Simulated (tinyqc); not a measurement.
# p-n diode with diffusion and depletion-layer recombination: two studies

Abrupt junction in the depletion approximation, low injection, full ionisation, neutral widths fixed, ohmic contact on the p side. Vj is the junction voltage; where a series resistance Rs is given, V = Vj + J Rs is the terminal voltage.

Values chosen for this exercise; band and dielectric values close to those of indium phosphide:

| symbol | value | unit | meaning |
|---|---|---|---|
| T | 400 | K | temperature |
| Eg | 1.34 | eV | band gap |
| eps_r | 12.3 |  | relative permittivity |
| Nc | 8.64e17 | cm^-3 | conduction-band density of states at T |
| Nv | 1.68e19 | cm^-3 | valence-band density of states at T |
| Na | 2.7e17 | cm^-3 | acceptor density |
| Nd | 3.9e16 | cm^-3 | donor density |
| mun | 1500 | cm^2/(V s) | electron mobility in the p side |
| mup | 130 | cm^2/(V s) | hole mobility in the n side |
| tn | 1e-6 | s | electron lifetime |
| tp | 9e-9 | s | hole lifetime |
| wp | 0.79 | um | neutral width of the p side |
| wn | 7 | um | neutral width of the n side |
| Sp | 1e7 | cm/s | recombination velocity at the n contact |
| Rs | 0.0032 | ohm cm^2 | series resistance |
| Et | 0 | eV | trap level above the intrinsic level |
| Vj | 0.62 | V | junction voltage at which recombination is evaluated |

Constants: q = 1.602176634e-19 C, kB = 1.380649e-23 J/K, Vt = kB T/q, eps0 = 8.8541878128e-14 F/cm where lengths are in cm. Results are converted to the units shown.

Each table varies one quantity; the others keep the values above.

## Currents and ideality against junction voltage

ni = sqrt(Nc Nv) exp(-Eg/(2 Vt)), Eg in volts; D = mu Vt; Ln = sqrt(Dn tn), Lp = sqrt(Dp tp); J0n = q ni^2 Dn coth(wp/Ln)/(Ln Na); J0p = (q ni^2 Dp/(Lp Nd)) (s + tanh(wn/Lp))/(1 + s tanh(wn/Lp)), s = Sp Lp/Dp. J_diff = (J0n + J0p)(exp(Vj/Vt) - 1). Vbi = Vt ln(Na Nd/ni^2), W = sqrt(2 eps0 eps_r (Vbi - Vj)(1/Na + 1/Nd)/q), xp = W Nd/(Na + Nd), xn = W Na/(Na + Nd); u(x) = q Na (x + xp)^2/(2 eps0 eps_r) for x < 0 and Vbi - Vj - q Nd (xn - x)^2/(2 eps0 eps_r) for x > 0; p = Na exp(-u/Vt), n = Nd exp((u - Vbi + Vj)/Vt); U = ni^2 (exp(Vj/Vt) - 1)/(tp (n + ni exp(Et/Vt)) + tn (p + ni exp(-Et/Vt))); J_scr = q times the integral of U from -xp to xn. J = J_diff + J_scr. Ideality = (1/Vt) dVj/d ln J or (1/Vt) dV/d ln J; last column ni^2 exp(Vj/Vt)/N^2.

Currents and ideality against junction voltage:
columns A: Vj (V); B: J_diff (A/cm^2); C: J_scr (A/cm^2); D: J (A/cm^2); E: V (V); F: ideality against Vj; G: ideality against V; H: minority/doping, lighter side
```
A            B         C         D       E      F      G          H
0.27  2.300e-7  1.034e-6  1.264e-6  0.2700  1.558  1.558  3.150e-10
0.35  2.343e-6  3.728e-6  6.071e-6  0.3500  1.385  1.385   3.208e-9
0.43  2.387e-5  1.326e-5  3.713e-5  0.4300  1.192  1.192   3.267e-8
0.5   1.819e-4  4.069e-5  2.225e-4  0.5000  1.088  1.088   2.490e-7
0.58  0.001852  1.505e-4  0.002003  0.5800  1.033  1.033   2.536e-6
0.65   0.01411  4.885e-4   0.01460  0.6500  1.014  1.015   1.932e-5
0.73    0.1437  0.001931    0.1457  0.7305  1.005  1.019   1.968e-4
0.81     1.464  0.007035     1.471  0.8147  1.002  1.139   0.002004
0.88     11.16   0.01467     11.17  0.9157  1.001  2.038    0.01527
```

The ideality against Vj falls from 1.56 to 1.00. Diffusion overtakes recombination in the layer between Vj = 0.35 and 0.43 V. J_scr alone has an ideality of 1.81 between the first two rows and 2.76 between the last two. From Vj = 0.81 V the series resistance raises the terminal ideality by over a tenth; there J Rs = 0.14 Vt.

## Effect of the donor density

Same model as above.

J = J_diff + J_scr.

The same in every row: J0n (A/cm^2) = 7.376e-11; wn/Lp = 3.486.

Effect of the donor density:
```
Nd (cm^-3)  J0p (A/cm^2)  J_diff (A/cm^2)  J_scr (A/cm^2)  J_scr/J (%)
1e15           6.802e-10          0.04887        0.002233        4.369
2.4e15         2.834e-10          0.02315        0.001799        7.212
5.6e15         1.215e-10          0.01265        0.001096        7.974
1.3e16         5.233e-11         0.008172        6.180e-4        7.031
3.1e16         2.194e-11         0.006203        3.423e-4        5.229
7.3e16         9.318e-12         0.005385        1.953e-4        3.501
1.7e17         4.001e-12         0.005040        1.149e-4        2.229
```

As Nd goes from 1e15 to 1.7e17, J0p falls from 6.80e-10 to 4.00e-12 A/cm^2, J_scr falls from 0.00223 to 1.15e-4 A/cm^2 and its share goes from 4.37 through a maximum of 7.97 (at Nd = 5.6e15 among the rows listed) to 2.23 %. J0p goes as Nd^(-1.00) at the start and Nd^(-1.00) at the end.

Computed by the program tinyqc: `OMP_NUM_THREADS=1 python tinyqc.py 2260060 2260061 out.jsonl`, one thread of a shared Intel Xeon 2.30GHz, about 0.01 s for the whole run.
